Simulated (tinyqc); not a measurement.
Hueckel theory of the pi electrons with the omega technique, for the molecule Oc1ccccc[cH+]1 (SMILES; centres numbered as the heavy atoms are written), step by step. One step of it, computed by the program tinyqc.

Task: Orbitals, round 1. Diagonalise; E = alpha + x beta with beta < 0, so the largest x are filled first; degenerate levels share their electrons. P = sum n_i c_ri c_si; each orbital has its largest coefficient positive (the first on a tie).

Hueckel matrix in units of beta (H = alpha + beta A), lower triangle:
```
,1O,2C,3C,4C,5C,6C,7C,8C
1O,1.710000
2C,0.920000,0.000000
3C,0.000000,1.000000,0.000000
4C,0.000000,0.000000,1.000000,0.000000
5C,0.000000,0.000000,0.000000,1.000000,0.000000
6C,0.000000,0.000000,0.000000,0.000000,1.000000,0.000000
7C,0.000000,0.000000,0.000000,0.000000,0.000000,1.000000,0.000000
8C,0.000000,1.000000,0.000000,0.000000,0.000000,0.000000,1.000000,0.000000
```

pi electrons, sum of z_r less the charge = 8

Give: x values; occupations; coefficients; charge and bond-order matrix P.

Result:

x values: 2.382  1.782  1.247  0.972  -0.445  -0.551  -1.802  -1.875

occupations: 2.000  2.000  2.000  2.000  0.000  0.000  0.000  0.000

coefficients:
```
,MO1,MO2,MO3,MO4,MO5,MO6,MO7,MO8
1O,0.697,0.473,0.000,0.474,0.000,-0.210,0.000,-0.147
2C,0.509,0.037,0.000,-0.380,0.000,0.517,0.000,0.572
3C,0.286,-0.185,0.418,-0.403,0.521,-0.046,0.232,-0.469
4C,0.173,-0.366,0.521,-0.011,-0.232,-0.492,-0.418,0.307
5C,0.125,-0.468,0.232,0.392,-0.418,0.317,0.521,-0.107
6C,0.125,-0.468,-0.232,0.392,0.418,0.317,-0.521,-0.107
7C,0.173,-0.366,-0.521,-0.011,0.232,-0.492,0.418,0.307
8C,0.286,-0.185,-0.418,-0.403,-0.521,-0.046,-0.232,-0.469
```

charge and bond-order matrix P, lower triangle:
```
,1O,2C,3C,4C,5C,6C,7C,8C
1O,1.868
2C,0.385,0.811
3C,-0.157,0.584,0.905
4C,-0.117,0.157,0.678,0.871
5C,0.102,-0.205,0.123,0.619,0.884
6C,0.102,-0.205,-0.265,0.135,0.669,0.884
7C,-0.117,0.157,-0.193,-0.215,0.135,0.619,0.871
8C,-0.157,0.584,0.207,-0.193,-0.265,0.123,0.678,0.905
```
